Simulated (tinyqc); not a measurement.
Thermodynamics of metal silicides: hull, first phase, silicon consumed, nucleation and stability against SiO2: one step, computed by the program tinyqc. Command: `OMP_NUM_THREADS=1 python tinyqc.py 3027001 3027002 out.jsonl silphase walk`. One thread of a shared host (Intel(R) Xeon(R) Processor @ 2.30GHz), about 0.01 s of CPU time with the checks.

Entropies of formation of the solids are neglected, so heats stand for free energies. Si fractions: M2Si 0.3333, MSi 0.5000, MSi2 0.6667.

Problem. Which phases are stable. A phase is stable if it lies below every straight line between a phase on its left and one on its right (M and Si at zero). Distance = its heat less the lowest such line, negative for a stable phase.

Inputs (values chosen for the exercise, for a model metal): heat of formation of M2Si = -38.8 kJ/mol atoms; heat of formation of MSi = -43.1 kJ/mol atoms; heat of formation of MSi2 = -29.7 kJ/mol atoms.

Phases: M2Si, MSi, MSi2.

Give: distance to the lowest tie line.

Solution.

distance to the lowest tie line (kJ/mol atoms): M2Si -10.07, MSi -8.85, MSi2 -0.97

All three are stable.
